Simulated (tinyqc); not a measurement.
# Segregation gettering against temperature

Model: solubility, supersaturation, precipitation and gettering of an impurity in a silicon-like host. Computed by tinyqc, a small Python program. Command: `OMP_NUM_THREADS=1 python tinyqc.py 3002527 3002528 out.jsonl ripen sweep`. One thread of a shared host (Intel(R) Xeon(R) Processor @ 2.30GHz), about 0.01 s of CPU time with the checks.

The wafer was saturated at T1 and is then held at T.

Inputs (values chosen for the exercise, modelled on nickel in silicon):
```
quantity                                   value        unit
site density N0                            5e+22      1/cm^3
enthalpy of solution H                      1.66          eV
entropy of solution S                        3.2         k_B
diffusion prefactor D0                    0.0023      cm^2/s
migration energy Q                         0.468          eV
temperature of saturation T1                1350           K
impurity density in the precipitate C_p  4.9e+22      1/cm^3
interface energy gamma                      0.21       J/m^2
anneal time t                                1.3           s
wafer thickness w                            400  micrometre
segregation energy E_g                      0.94          eV
segregation prefactor k_0                 0.0049           -
getter layer thickness t_g                   1.7  micrometre
```

Gettering: segregation gettering in a layer.

Constants: k_B = 8.617333262e-05 eV/K; k_B = 1.380649e-23 J/K.

Method. C_eq(T) = N0 exp(S/k_B - H/(k_B T)); D(T) = D0 exp(-Q/(k_B T)); C0 = C_eq(T1). Supersaturation s = C0/C_eq(T); critical radius r* = 2 gamma/(C_p k_B T ln s); barrier W* = (4 pi/3) gamma r*^2. Strain energy is left out. k = k_0 exp(E_g/(k_B T)); in equilibrium the bulk keeps C/C0 = 1/(1 + k t_g/w). For a strong sink on one face the slowest diffusion mode has tau_w = 4 w^2/(pi^2 D), and C/C0 is estimated as c_eq + (1 - c_eq)(8/pi^2) sum over odd m up to 99 of exp(-m^2 t/tau_w)/m^2. Precipitation is left out here.

One run for each value:
```
anneal temperature T (K)  mean C/C0 at t  equilibrium C/C0  tau_w (s)  segregation coefficient k
675                              0.97251           0.00458     879.83                 5.1116e+04
751                              0.95947           0.02308     389.75                 9.9611e+03
827                              0.94692           0.08235     200.52                 2.6218e+03
903                              0.94007           0.21406     115.38                 8.6393e+02
979                              0.94321           0.41026      72.34                 3.3823e+02
1050                             0.95312           0.59642      49.71                 1.5922e+02
1130                             0.96584           0.75511      34.47                 7.6309e+01
1210                             0.97608           0.85374      25.09                 4.0308e+01
1280                             0.98249           0.90528      19.63                 2.4620e+01
```

Over the rows, mean C/C0 at t goes from 0.973 through a minimum among these rows, 0.940 at 903, to 0.982; equilibrium C/C0 rises from 0.00458 to 0.905 (exponent d ln y / d ln x 15 between the first rows and 1.0 between the last); tau_w (s) falls from 880 to 19.6 (exponent d ln y / d ln x -7.6 between the first rows and -4.4 between the last). Cooling raises k but slows diffusion, so the result is best in between, near 903 K.

Caution (all rows): the barrier to homogeneous nucleation is below 35 k_B T for these inputs, so new precipitates would form and outnumber the fixed sinks assumed here.

Extremes, crossings and ranges named in words are read from the listed rows.
